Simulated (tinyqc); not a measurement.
## Small-signal admittance of a forward-biased p+-n diode: effect of the excess hole density at the junction edge

Holes injected into a neutral base of width wb with an ohmic contact at its end; low injection, p0 far above the equilibrium density. A small voltage v exp(i w t), w = 2 pi f, modulates the edge density by p0 v/Vt, and the small-signal density obeys Dp d2p/dx2 = (1/tau + i w) p.

L = sqrt(Dp tau); direct current J = (q Dp p0/L) coth(wb/L); k = sqrt(1 + i w tau)/L; diffusion admittance Y = (q Dp p0/Vt) k coth(k wb) = G + i w C_diff; junction capacitance C_j = sqrt(q eps0 eps_r Nd/(2 Vr)) in the depletion approximation, with the remaining barrier Vr = Vt ln(Na/p0), a rough value under forward bias; base-width modulation is left out. Measured admittance 1/[Rs + 1/(Y + i w C_j)].

Values chosen for this exercise; permittivity close to that of silicon:
- T = 350 K (temperature)
- eps_r = 11.7 (relative permittivity)
- Nd = 8.8e15 cm^-3 (donor density of the base)
- Dp = 6.6 cm^2/s (hole diffusion coefficient)
- tau = 8e-7 s (hole lifetime)
- wb = 46 um (width of the neutral base)
- Na = 2e19 cm^-3 (acceptor density of the p+ side)
- Rs = 0.0054 ohm cm^2 (series resistance)
- f = 3.4e5 Hz (signal frequency)

Constants: q = 1.602176634e-19 C, kB = 1.380649e-23 J/K, Vt = kB T/q, eps0 = 8.8541878128e-14 F/cm where lengths are in cm. Results are converted to the units shown.

The same in every row: w tau = 1.709.

Effect of the excess hole density at the junction edge:
columns A: p0 (cm^-3); B: G (S/cm^2); C: C_diff (uF/cm^2); D: C_j (uF/cm^2); E: measured G (S/cm^2); F: measured C (uF/cm^2); G: phase of the measured Y (degrees)
```
A            B         C        D         E        F      G
9e8   1.657e-5  4.397e-6  0.03188  4.163e-5  0.03188  89.96
9e9   1.657e-4  4.397e-5  0.03354  1.935e-4  0.03359  89.85
9e10  0.001657  4.397e-4  0.03549  0.001689  0.03593  88.74
9e11   0.01657  0.004397  0.03783   0.01662  0.04222  79.56
9e12    0.1657   0.04397  0.04070    0.1658  0.08453  47.45
9e13     1.657    0.4397  0.04435     1.648   0.4755  31.65
9e14     16.57     4.397  0.04919     15.59    3.738  27.12
```

Read the table: what changes, and by how much?

As p0 goes from 9e8 to 9e14, G rises from 1.66e-5 to 16.6 S/cm^2, C_diff rises from 4.40e-6 to 4.40 uF/cm^2 and the measured C rises from 0.0319 to 3.74 uF/cm^2. C_diff exceeds C_j for p0 = 9e12, 9e13, 9e14.

Program tinyqc, `OMP_NUM_THREADS=1 python tinyqc.py 2890186 2890187 out.jsonl`; Intel Xeon 2.30GHz, shared host, one thread, about 0.01 s.
